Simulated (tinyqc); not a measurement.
Insulator thickness and V0 from two charges.

Question. In an undoped wire Vg - V0 = Q/Cox + Vt ln(Q/Q0) + Vt ln(1 + Q/Q0) at the source, with Q0 = 4 eps0 eps_r Vt/R and Cox = eps0 eox/(R ln(1 + tox/R)). Find Cox, tox and V0.

Parameters, values chosen for the exercise; material values close to those of silicon: temperature T = 300 K; relative permittivity of the semiconductor eps_r = 11.7; relative permittivity of the gate insulator eox = 8.84; wire radius R = 3 nm.

Constants: q = 1.602176634e-19 C, kB = 1.380649e-23 J/K, Vt = kB T/q, eps0 = 8.8541878128e-14 F/cm where lengths are in cm. Results are converted to the units shown.

Qs at Vg = 0.9 and 1.3 V (nC/cm^2): 642.77225  1555.9471

Solution. The two equations are linear in 1/Cox and V0; tox follows by inverting the logarithm.

Cox = 2.53 uF/cm^2
tox = 5.40 nm
V0 = 0.605 V

Computed by the program tinyqc: `OMP_NUM_THREADS=1 python tinyqc.py 2460026 2460027 out.jsonl`, one thread of a shared Intel Xeon 2.30GHz, about 0.02 s for the whole run.
